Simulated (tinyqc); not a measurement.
Hydrogen passivation and dissociation of interface defects with a spread of activation energies: one step, computed by the program tinyqc. Command: `OMP_NUM_THREADS=1 python tinyqc.py 3025176 3025177 out.jsonl passivation walk`. One thread of a shared host (Intel(R) Xeon(R) Processor @ 2.30GHz), about 0.01 s of CPU time with the checks.

All defects start passivated and lose hydrogen by HP -> P + H; no hydrogen is supplied. Activation energies are normally distributed.

Question. A five-point average. b = k_d0 exp(-E_d/k_B T); the active share of one kind of site is 1 - exp(-b t). Gauss-Hermite nodes for a unit normal variable, z = 0, +/-1.355626, +/-2.856970 with weights 0.533333, 0.222076, 0.011257; the energy is E_d + s_d z.

Inputs (values chosen for the exercise, for a model interface): mean dissociation energy E_d = 2.91 eV; spread s_d = 0.049 eV; prefactor k_d0 = 9.5e+12 1/s; anneal temperature T = 970 K; anneal time t = 130 s.

Ambient: vacuum.

Constants: k_B = 8.617333262e-05 eV/K.

Give: Nodes; active share, five points.

Answer.

Nodes:
```
z            weight  energy (eV)  rate (1/s)  active share
-2.856970  0.011257       2.7700    0.038524       0.99332
-1.355626  0.222076       2.8436    0.015978       0.87471
0.000000   0.533333       2.9100    0.007218       0.60870
1.355626   0.222076       2.9764    0.003260       0.34548
2.856970   0.011257       3.0500    0.001352       0.16120
```

active share, five points = 0.60861
